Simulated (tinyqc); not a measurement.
p-n diode with diffusion and depletion-layer recombination: one step of the calculation.

Abrupt junction in the depletion approximation, low injection, full ionisation, neutral widths fixed, ohmic contact on the p side. Vj is the junction voltage; where a series resistance Rs is given, V = Vj + J Rs is the terminal voltage.

Task. Diffusion lengths and saturation currents. ni = sqrt(Nc Nv) exp(-Eg/(2 Vt)), Eg in volts; D = mu Vt; Ln = sqrt(Dn tn), Lp = sqrt(Dp tp); J0n = q ni^2 Dn coth(wp/Ln)/(Ln Na); J0p = (q ni^2 Dp/(Lp Nd)) (s + tanh(wn/Lp))/(1 + s tanh(wn/Lp)), s = Sp Lp/Dp.

Inputs (values chosen for the exercise); band and dielectric values close to those of silicon:
```
symbol    value        unit                                  meaning
T           250           K                              temperature
Eg         1.13          eV                                 band gap
Nc       2.1e19       cm^-3   conduction-band density of states at T
Nv      1.98e19       cm^-3      valence-band density of states at T
Na       2.5e16       cm^-3                         acceptor density
Nd       8.5e15       cm^-3                            donor density
mun         810  cm^2/(V s)          electron mobility in the p side
mup         400  cm^2/(V s)              hole mobility in the n side
tn         7e-6           s                        electron lifetime
tp         2e-9           s                            hole lifetime
wp           33          um              neutral width of the p side
wn          120          um              neutral width of the n side
Sp          1e7        cm/s  recombination velocity at the n contact
```

Constants: q = 1.602176634e-19 C, kB = 1.380649e-23 J/K, Vt = kB T/q. Results are converted to the units shown.

Give: ni; Ln; Lp; J0n; J0p.

Result.

ni = 8.3089e7 cm^-3
Ln = 110.52 um
Lp = 1.3128 um
J0n = 2.4087e-16 A/cm^2
J0p = 8.5418e-15 A/cm^2

wp/Ln = 0.30 and wn/Lp = 91; holes carry 97.3 % of the diffusion current.

tinyqc, about 0.01 s, one thread, Intel Xeon 2.30GHz (shared host): `OMP_NUM_THREADS=1 python tinyqc.py 2260143 2260144 out.jsonl`
